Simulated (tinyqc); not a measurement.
Conversion gain and read noise from the photon-transfer curve.

Question. Temporal variance = CG x mean output + vn^2 (dark signal removed), CG = q As/Cf. Find CG, vn, the read noise in electrons and Cf.

Parameters, values chosen for the exercise:

| symbol | value | unit | meaning |
|---|---|---|---|
| As | 0.86 |  | source-follower gain |

Constants: q = 1.602176634e-19 C. Results are converted to the units shown.

temporal variance at mean outputs of 52 and 310 mV (mV^2): [8.859997416, 52.74776921]

Answer. Poisson statistics make the slope equal to CG; the intercept is vn^2.

CG = 170 uV/electron
vn = 120 uV
read noise = 0.705 electrons
Cf = 0.810 fF

Numbers from tinyqc (`OMP_NUM_THREADS=1 python tinyqc.py 2630052 2630053 out.jsonl`; about 0.01 s on one thread of a shared Intel Xeon 2.30GHz).
